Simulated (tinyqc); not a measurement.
# Band bending at a free surface with one surface level, surface photovoltage and Kelvin probe: effects of single changes

n-type bulk, xi = Ec - EF = Vt ln(Nc/Nd), p0 = ni^2/Nd, ni = sqrt(Nc Nv) exp(-Eg/(2 Vt)), Eg in volts. b is the upward band bending, u = b/Vt. Space charge per area, in units of q: Qc = sign(b) sqrt((2 eps0 eps_r Vt/q) [(Nd + dn)(exp(-u) - 1) + Nd u + (p0 + dn)(exp(u) - 1)]), with dn the excess density under light (flat quasi-Fermi levels; 0 in the dark). The level holds -Ns f, f = 1/(1 + exp((xi + b - Es)/Vt)). Neutrality: Qc + Qf + (charge of the states) = 0.

Parameters, values chosen for the exercise; band and dielectric values close to those of silicon:
- T = 300 K (temperature)
- Eg = 1.13 eV (band gap)
- eps_r = 11.7 (relative permittivity)
- Nc = 2.82e19 cm^-3 (conduction-band density of states at T)
- Nv = 2.64e19 cm^-3 (valence-band density of states at T)
- chi = 3.97 eV (electron affinity)
- Nd = 2.8e15 cm^-3 (donor density)
- Qf = 2.6e11 cm^-2 (fixed positive charge at the surface)
- pt = 4.86 eV (work function of the probe tip)
- Ns = 3.8e12 cm^-2 (density of an acceptor-like surface level)
- Es = 0.62 eV (its depth below the conduction edge)

Constants: q = 1.602176634e-19 C, kB = 1.380649e-23 J/K, Vt = kB T/q, eps0 = 8.8541878128e-14 F/cm where lengths are in cm. Results are converted to the units shown.

Each table varies one quantity; the others keep the values above.

## Kelvin-probe contrast of the doping

Work function chi + xi + b; contact potential difference CPD = (work function of the sample) - pt. b solves the neutrality condition in the dark.

Result of one run:
```
Nd (cm^-3)  xi (eV)   b (V)  CPD (mV)
5.1e17       0.1037  0.5122    -274.1
```

What becomes of these results when the donor density Nd is changed from 5.1e17 to 5.4e14 cm^-3, all else the same?

Result of the changed run:
```
Nd (cm^-3)  xi (eV)   b (V)  CPD (mV)
5.4e14       0.2808  0.4016    -207.5
```

The whole series:
```
Nd (cm^-3)  xi (eV)   b (V)  CPD (mV)
9.9e13       0.3247  0.3607    -204.6
5.4e14       0.2808  0.4016    -207.5
3e15         0.2365  0.4398    -213.7
1.7e16       0.1917  0.4730    -225.3
9.2e16       0.1480  0.4983    -243.7
5.1e17       0.1037  0.5122    -274.1
2.8e18      0.05971  0.3714    -458.8
```

xi falls by 265 mV over the table and the CPD by 254 mV; b goes from 0.361 through a maximum of 0.512 (at Nd = 5.1e17 cm^-3 among the rows listed) to 0.371 V. Between the first two rows the CPD follows 6.60 % of the change of xi, and between the last two 420 %. It is below 100 % where b rises with the doping (pinning hides it). It exceeds 100 % where b falls as the doping rises.

## Photovoltage against injection

Same model as above.

Under chopped light the surface charge keeps its dark value, so b falls to bL with Qc(bL, dn) = Qc(b, 0); the photovoltage is b - bL.

Photovoltage against injection:
```
dn (cm^-3)   bL (V)  photovoltage (mV)  share of b removed (%)
2.4e6        0.4378             0.5022                  0.1146
4.1e7        0.4316              6.740                   1.538
7.1e8        0.4017              36.67                   8.366
1.2e10       0.3510              87.34                   19.92
2.2e11       0.2896              148.8                   33.94
3.7e12       0.2258              212.5                   48.48
6.5e13       0.1589              279.4                   63.74
1.1e15      0.09260              345.7                   78.87
2e16        0.03512              403.2                   91.99
```

Read the table: what changes, and by how much?

The photovoltage rises from 0.502 to 403 mV, towards the full b = 438 mV. Its steepest rise is 54.0 mV a decade (Vt ln 10 = 59.5 mV), and it reaches 92.0 % of b in the last row: even strong light does not flatten the bands fully, so a saturation reading understates b. For dn = 2e16 the injection is high, and a Dember voltage, left out here, adds to the signal.

## Pinning by the surface states

Same model as above.

Pinning by the surface states:
```
Ns (cm^-2)     b (V)  xi + b (eV)  Qc (cm^-2)
2.4e10       -0.1078       0.1305   -2.360e11
6.7e10      -0.09817       0.1401   -1.930e11
1.8e11      -0.05992       0.1784   -8.000e10
5.1e11        0.3567       0.5950    1.095e11
1.4e12        0.4075       0.6458    1.175e11
3.9e12        0.4391       0.6774    1.223e11
1.1e13        0.4674       0.7056    1.264e11
2.9e13        0.4928       0.7310    1.300e11
8.1e13        0.5193       0.7576    1.337e11
```

b rises from -0.108 to 0.519 V. The level is over 95 % full (Qc near Ns - Qf) in the 3 rows with xi + b more than 3 Vt short of Es = 0.62 eV. Beyond that it empties, and between the last two rows b gains only 59.5 mV a decade.

Computed by the program tinyqc: `OMP_NUM_THREADS=1 python tinyqc.py 2430134 2430135 out.jsonl`, one thread of a shared Intel Xeon 2.30GHz, about 0.02 s for the whole run.
